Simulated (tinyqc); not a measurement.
From results back to parameters: optical gain and spontaneous emission in a bulk direct-gap semiconductor. Three cases, with inputs chosen for the exercise.

Problem. The gain spectrum crosses zero at E0 = Eg + Fc + Fv; n = p is hidden.

F_j(eta) = (1/Gamma(j + 1)) integral_0^infinity x^j dx/(1 + exp(x - eta)), which tends to exp(eta) for eta << 0.

Quasi-Fermi levels: n = Nc F_1/2(Fc/kT) and p = Nv F_1/2(Fv/kT), Fc counted up from the conduction edge and Fv down from the valence edge; Nc, Nv from N = 2 (m kB T/(4 pi c))^(3/2) with c = hbar^2/2m0, in 1/angstrom^3; times 1e24 for 1/cm^3, with me and (mhh^(3/2) + mlh^(3/2))^(2/3).

Constants: hbar^2/2m0 = 3.80998211 eV angstrom^2; kB = 8.617333262e-05 eV/K.

Case 1.

Values chosen (near those of InP; not measured data): Eg = 1.38 eV (direct gap); me = 0.0821 m0 (electron mass); mhh = 0.57 m0 (heavy-hole mass); mlh = 0.0853 m0 (light-hole mass); T = 200 K.

E0 = 1.40179 eV

Case 2.

Values chosen (near those of GaN; not measured data): Eg = 3.426 eV (direct gap); me = 0.1984 m0 (electron mass); mhh = 1.462 m0 (heavy-hole mass); mlh = 0.3057 m0 (light-hole mass); T = 350 K.

E0 = 3.47465 eV

Case 3.

Values chosen (near those of GaAs; not measured data): Eg = 1.408 eV (direct gap); me = 0.0668 m0 (electron mass); mhh = 0.499 m0 (heavy-hole mass); mlh = 0.0845 m0 (light-hole mass); T = 300 K.

E0 = 1.45359 eV

Find: Fc; Fv; n.

Solution. Fc + Fv rises steadily with n, so one n gives E0 - Eg; solve by bisection on ln n.

Case 1.

Fc = 0.047 eV
Fv = -0.026 eV
n = 1.3e+18 1/cm^3

Case 2.

Fc = 0.093 eV
Fv = -0.044 eV
n = 1.3e+19 1/cm^3

Case 3.

Fc = 0.082 eV
Fv = -0.037 eV
n = 2.1e+18 1/cm^3

Computed by tinyqc, one run a case: `OMP_NUM_THREADS=1 python tinyqc.py N N+1 out.jsonl` with N = 1682388, 1682464, 1682493; one thread of a shared Intel(R) Xeon(R) Processor @ 2.30GHz, about 0.1 s a run at most.
